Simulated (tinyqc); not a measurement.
Inside a calculation. Model: electron continuity equation in a given potential, Scharfetter-Gummel discretisation.

Numbers from tinyqc (`OMP_NUM_THREADS=1 python tinyqc.py 2220104 2220105 out.jsonl`; about 0.01 s on one thread of a shared Intel Xeon 2.30GHz). Printed values are rounded.

Steady state in one dimension: J = q mu n E + q D dn/dx with E = -dpsi/dx and D = mu Vt, dJ/dx = q (n/tau - G), fixed densities nL and nR at the ends. The potential is given, psi = U x/L - Ub exp(-((x/L - xb)/sb)^2), and is not changed by the electrons.

Inputs (values chosen for the exercise); mobility close to that of gallium arsenide at room temperature: temperature T = 293 K; electron mobility mu = 8050 cm^2/(V s); length of the region L = 0.18 um; density at x = 0 nL = 2.2e14 cm^-3; density at x = L nR = 0 cm^-3; lifetime tau = 2.4e-12 s; uniform generation rate G = 2.5e26 cm^-3 s^-1; potential difference psi(L) - psi(0) U = 0.99 V; depth of the dip in psi (a barrier for electrons) Ub = 0.076 V; position of the barrier over L xb = 0.6; width of the barrier over L sb = 0.09.

Constants: q = 1.602176634e-19 C, kB = 1.380649e-23 J/K, Vt = kB T/q. Results are converted to the units shown.

Range of the model: The drift velocity mu E exceeds 1e7 cm/s somewhere, where real mobilities no longer stay constant.

## Potential on the mesh

9 equal intervals, h = L/9; psi = U x/L - Ub exp(-((x/L - xb)/sb)^2).

| node | psi (V) |
|---|---|
| 0 | 0.000000 |
| 1 | 0.110000 |
| 2 | 0.220000 |
| 3 | 0.329988 |
| 4 | 0.436168 |
| 5 | 0.490447 |
| 6 | 0.616095 |
| 7 | 0.768464 |
| 8 | 0.879997 |
| 9 | 0.990000 |

## Bernoulli factors

d_i = (psi_(i+1) - psi_i)/Vt; B(d) = d/(exp(d) - 1), B(0) = 1. The flux on interval i is J_i = (q D/h) [n_(i+1) B(d_i) - n_i B(-d_i)].

| interval | d_i | B(d_i) | B(-d_i) |
|---|---|---|---|
| 0 | 4.35665 | 0.0565835 | 4.41323 |
| 1 | 4.35664 | 0.0565835 | 4.41323 |
| 2 | 4.35618 | 0.0566040 | 4.41279 |
| 3 | 4.20534 | 0.0636755 | 4.26901 |
| 4 | 2.14976 | 0.283504 | 2.43327 |
| 5 | 4.97639 | 0.0345703 | 5.01096 |
| 6 | 6.03474 | 0.0144826 | 6.04922 |
| 7 | 4.41736 | 0.0539510 | 4.47131 |
| 8 | 4.35675 | 0.0565790 | 4.41332 |

The largest |d_i| is 6.03, above 2, where central differences lose the sign pattern that keeps densities positive.

## Tridiagonal system for the inner nodes

Row i (1 to 8): B(-d_(i-1)) n_(i-1) + b_i n_i + B(d_i) n_(i+1) = f_i with b_i = -B(-d_i) - B(d_(i-1)) - h^2/(D tau) and f_i = -G h^2/D; the known end values are moved to the right: f_1 loses B(-d_0) nL and f_8 loses B(d_8) nR. h = L/9, D = mu Vt.

| node | diagonal b | right side f (cm^-3) |
|---|---|---|
| 1 | -4.47801 | -9.75830e14 |
| 2 | -4.47757 | -4.91998e12 |
| 3 | -4.33382 | -4.91998e12 |
| 4 | -2.50514 | -4.91998e12 |
| 5 | -5.30266 | -4.91998e12 |
| 6 | -6.09199 | -4.91998e12 |
| 7 | -4.49399 | -4.91998e12 |
| 8 | -4.47548 | -4.91998e12 |

## Densities and current

B(d) = d/(exp(d) - 1) with d_i = (psi_(i+1) - psi_i)/Vt; b and f are the diagonal and right side of the balance equations. Solve B(-d_(i-1)) n_(i-1) + b_i n_i + B(d_i) n_(i+1) = f_i (end values already in f), then J_i = (q D/h) [n_(i+1) B(d_i) - n_i B(-d_i)], h = L/9, D = mu Vt.

| node | n (cm^-3) |
|---|---|
| 0 | 2.2e14 |
| 1 | 2.20716e14 |
| 2 | 2.21588e14 |
| 3 | 2.32947e14 |
| 4 | 4.21017e14 |
| 5 | 1.95178e14 |
| 6 | 1.61878e14 |
| 7 | 2.21665e14 |
| 8 | 2.22558e14 |
| 9 | 0 |

| interval | J (1e4 A/cm^2) |
|---|---|
| 0 | -1.56053 |
| 1 | -1.56560 |
| 2 | -1.57065 |
| 3 | -1.57555 |
| 4 | -1.57794 |
| 5 | -1.58335 |
| 6 | -1.58920 |
| 7 | -1.59425 |
| 8 | -1.59929 |

Against a mesh 200 times finer the densities are off by at most 39 % of their local values.
